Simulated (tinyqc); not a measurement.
Voltage drop against the factor on the load at the hot node.

A grid of 25 by 25 nodes with segments Rx (rows) and Ry (columns); every node draws I1 and the central node kh I1; pads with resistance Rp sit at the nodes whose row and column are multiples of the pitch, counting from 0. The drops u = Vdd - V follow from G u = i, with G the conductance matrix and i the load currents, solved directly. Here the pitch is 4.

Parameters, values chosen for the exercise:
- Vdd = 0.75 V (supply voltage)
- Rx = 0.29 ohm (resistance of a horizontal segment)
- Ry = 0.48 ohm (resistance of a vertical segment)
- Rp = 0.11 ohm (resistance from a pad node to the supply)
- I1 = 0.1 mA (load current of a node in the large grid)

Voltage drop against the factor on the load at the hot node:

| kh | pads | worst drop (mV) | mean drop (mV) | largest drop at a pad (mV) | largest pad current (mA) | worst drop over Vdd (%) |
|---|---|---|---|---|---|---|
| 1 | 49 | 0.3710 | 0.2945 | 0.1731 | 1.574 | 0.04947 |
| 2 | 49 | 0.3725 | 0.2948 | 0.1802 | 1.638 | 0.04967 |
| 5 | 49 | 0.3771 | 0.2956 | 0.2014 | 1.831 | 0.05028 |
| 10 | 49 | 0.3847 | 0.2970 | 0.2368 | 2.153 | 0.05130 |
| 20 | 49 | 0.4024 | 0.2998 | 0.3077 | 2.797 | 0.05365 |
| 50 | 49 | 0.5201 | 0.3081 | 0.5201 | 4.728 | 0.06935 |
| 100 | 49 | 0.8743 | 0.3219 | 0.8743 | 7.948 | 0.1166 |

The worst drop rises from 0.371 to 0.874 mV and the mean drop rises from 0.294 to 0.322 mV. The central node is itself a pad. The drops are linear in the loads, so the mean grows by 2.77e-4 mV for each unit of kh in every row.

Numbers from tinyqc (`OMP_NUM_THREADS=1 python tinyqc.py 2770201 2770202 out.jsonl`; about 0.3 s on one thread of a shared Intel Xeon 2.30GHz).
